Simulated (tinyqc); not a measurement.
Fully depleted semiconductor-on-insulator film with two gates, non-linear Poisson equation by Newton steps: one step of the calculation.

One dimension across the film, front interface at x = 0, back interface at x = ts. psi is counted from the intrinsic level, n = ni exp(psi/Vt) (source grounded), holes neglected, acceptors ionised. Gates act through Cox = eps0 eox/tox and Cbox = 3.9 eps0/tb with potentials G1 = Vg - (phiM - chi - Vt ln(Nc/ni)) and G2 = Vb - (phiB - chi - Vt ln(Nc/ni)). Classical Boltzmann densities, no interface charge, no depletion in the back plane.

Task. Electron sheet density, centroid and oxide fields. n_i = ni exp(psi_i/Vt); N_inv = sum w_i n_i with w = ts/7, halved at the ends; centroid sum w n x/N_inv; fields (G1 - psi_0)/tox and (G2 - psi_7)/tb.

Parameters, values chosen for the exercise; band and dielectric values close to those of silicon: temperature T = 300 K; insulator thickness tox = 8.4 nm; film thickness ts = 29 nm; buried-oxide thickness (eps_r 3.9) tb = 11 nm.

Constants: q = 1.602176634e-19 C, kB = 1.380649e-23 J/K, Vt = kB T/q. Results are converted to the units shown.

converged psi, node 0 to 7 (V): 0.35304838  0.33789277  0.32818485  0.32389548  0.32501492  0.33154555  0.34350361  0.36093189
ni = 7.3185011e9 cm^-3
G1 = 0.40061005 V
G2 = 0.52061005 V

Find: n; N_inv; centroid; field in the front oxide; field in the buried oxide.

Result.

n, node 0 to 7 (cm^-3): 6.2427e15  3.4735e15  2.3861e15  2.0213e15  2.1107e15  2.7173e15  4.3155e15  8.4686e15
N_inv = 1.0100e10 cm^-2
centroid = 15.612 nm
field in the front oxide = 0.056621 MV/cm
field in the buried oxide = 0.14516 MV/cm

The centroid lies at 0.54 of the film, so the electrons spread through the volume.

Computed by the program tinyqc: `OMP_NUM_THREADS=1 python tinyqc.py 2190035 2190036 out.jsonl`, one thread of a shared Intel Xeon 2.30GHz, about 0.4 s for the whole run.
